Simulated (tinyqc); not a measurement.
# Worked calculation: programming of a floating-gate cell by Fowler-Nordheim tunnelling

tinyqc, about 0.01 s, one thread, Intel Xeon 2.30GHz (shared host): `OMP_NUM_THREADS=1 python tinyqc.py 2130043 2130044 out.jsonl` Printed values are rounded.

Per tunnel area the floating gate has Ctun = 3.9 eps0/tox to the channel (0 V) and Ccg to the control gate, Ct = Ctun/(1 - ag), no other coupling. With the threshold shift U = -Q/Ccg the field is F = ag (Vg - U)/tox, and dU/dt = J/Ccg. Fowler-Nordheim: J = A F^2 exp(-B/F), A = q^2/(16 pi^2 hbar mo phi) (times 1e14 for A/cm^2 with F in V/nm, emitter mass m0), B = (4/3) sqrt(mo/C) phi^1.5, C = hbar^2/(2 m0).

Parameters, values chosen for the exercise; oxide values close to those of silicon dioxide: tunnel barrier phi = 3.16 eV; tunnelling mass mo = 0.43 m0; tunnel oxide thickness tox = 6.9 nm; coupling ratio Ccg/Ct ag = 0.57; tunnel area ar = 1300 nm^2; threshold shift at the start Vt0 = -0.2 V; control-gate voltage Vg = 12.9 V; time step dt = 91 us; steps n = 12.

Constants: q = 1.602176634e-19 C, hbar = 1.054571817e-34 J s, m0 = 9.1093837015e-31 kg, eps0 = 8.8541878128e-14 F/cm where lengths are in cm, hbar^2/(2 m0) = 0.0380998212 eV nm^2. Results are converted to the units shown.

Range of the model: Programming fields of 10 MV/cm and more wear the oxide; trapping and the channel potential are ignored.

## Constants of the cell

A, B, Ccg = ag Ct, the starting field and current, K = A B ag/(Ccg tox), and the knee time t0 = exp(B/F(0))/K.

A = 1.13441e8 A cm^-2 (V/nm)^-2
B = 25.1618 V/nm
Ccg = 0.663393 uF/cm^2
F(0) = 1.08217 V/nm
J(0) = 0.0106048 A/cm^2
K = 3.55440e14 1/s
t0 = 35.2447 us
electrons for 1 V of shift = 53.8274

## Explicit time steps against the exact solution

U(new) = U + dt J(F(U))/Ccg. Exact: exp(B/F(t)) = exp(B/F(0)) + K t, K = A B ag/(Ccg tox), and U = Vg - tox F/ag.

| step | t (us) | F (V/nm) | J (A/cm^2) | U by steps (V) | U exact (V) |
|---|---|---|---|---|---|
| 0 | 0 | 1.08217 | 0.0106048 | -0.20000 | -0.20000 |
| 1 | 91 | 0.96200 | 4.59053e-4 | 1.25470 | 0.48147 |
| 2 | 182 | 0.95680 | 3.93909e-4 | 1.31767 | 0.75035 |
| 3 | 273 | 0.95234 | 3.44988e-4 | 1.37170 | 0.91757 |
| 4 | 364 | 0.94843 | 3.06855e-4 | 1.41903 | 1.03828 |
| 5 | 455 | 0.94495 | 2.76278e-4 | 1.46112 | 1.13238 |
| 6 | 546 | 0.94182 | 2.51202e-4 | 1.49902 | 1.20928 |
| 7 | 637 | 0.93897 | 2.30260e-4 | 1.53348 | 1.27418 |
| 8 | 728 | 0.93636 | 2.12507e-4 | 1.56506 | 1.33025 |
| 9 | 819 | 0.93396 | 1.97263e-4 | 1.59421 | 1.37954 |
| 10 | 910 | 0.93172 | 1.84032e-4 | 1.62127 | 1.42348 |
| 11 | 1001 | 0.92964 | 1.72440e-4 | 1.64652 | 1.46309 |
| 12 | 1092 | 0.92768 | 1.62200e-4 | 1.67017 | 1.49912 |

The steps run ahead by 773 mV after the first and 171 mV after the last, as each uses the larger current of its start; the step is 2.6 of the knee time t0. The overshoot lowers the field, so later steps gain less than the exact curve and the error ends smaller than after the first step.
